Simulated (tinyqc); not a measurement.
Self-consistent Fermi level with native defects, at growth and after a quench: one step, computed by the program tinyqc. Command: `OMP_NUM_THREADS=1 python tinyqc.py 3001111 3001112 out.jsonl scfermi walk`. One thread of a shared host (Intel(R) Xeon(R) Processor @ 2.30GHz), about 0.05 s of CPU time with the checks.

Energies are counted from the top of the valence band (VBM); when the gap shrinks with temperature the conduction band moves and the levels stay. D and A draw on one reservoir with opposite signs, as the two vacancies of a compound do.

Task: After the quench to T. E_g(T) = E_g - slope x max(0, T - 300 K). N_c = 2 M_c (2 pi m_e k_B T/h^2)^(3/2) and N_v = 2 (2 pi m_h k_B T/h^2)^(3/2), masses in units of m_0. n = N_c F_1/2((E_F - E_g)/k_B T), p = N_v F_1/2(-E_F/k_B T). F_1/2(eta) = (2/sqrt(pi)) int_0^infinity sqrt(x)/(1 + exp(x - eta)) dx, by the trapezoid rule in t = sqrt(x) with step 0.02 up to t = 12 (for eta < -12 by exp(eta) - exp(2 eta)/2^(3/2)). After a quench the totals of D and A stay as grown, and each is shared among its charge states with weights exp(-(E_f(q, 0) + q E_F)/k_B T). Net charge = p - n + sum q c_q; the log ratio is ln(positive charge/negative charge). E_F is the root of the log ratio, by 50 bisections between -0.5 eV and E_g + 0.5 eV.

Inputs (values chosen for the exercise, with bands modelled on 4H-SiC):
```
quantity,value,unit
gap E_g at 300 K,3.28,eV
slope -dE_g/dT above 300 K,0.00024,eV/K
electron mass m_e,0.384,m_0
valleys M_c,3,-
hole mass m_h,2.01,m_0
growth temperature T_g,1390,K
temperature of use T,300,K
```

Added shallow dopant: none.

total D = 3.739689e+18 cm^-3

total A = 8.437405e+18 cm^-3

E_f(q, E_F = 0) (eV): D(+2) -1.187, D(+1) 0.073, D(0) 1.533, A(0) 1.154, A(-1) 2.194

Constants: m_0 = 9.1093837015e-31 kg; k_B = 1.380649e-23 J/K; h = 6.62607015e-34 J s; k_B = 8.617333262e-05 eV/K.

Give: E_F after the quench; n after the quench; p after the quench; Frozen defects.

Result:

E_F after the quench = 1.093 eV

n after the quench = 3.254e-18 cm^-3

p after the quench = 31.16 cm^-3

Frozen defects:
```
state,c (cm^-3),share of its total
D(+2),3.734e+18,9.984e-01
D(+1),5.832e+15,1.560e-03
D(0),3.978e+09,1.064e-09
A(0),9.639e+17,1.142e-01
A(-1),7.474e+18,8.858e-01
```
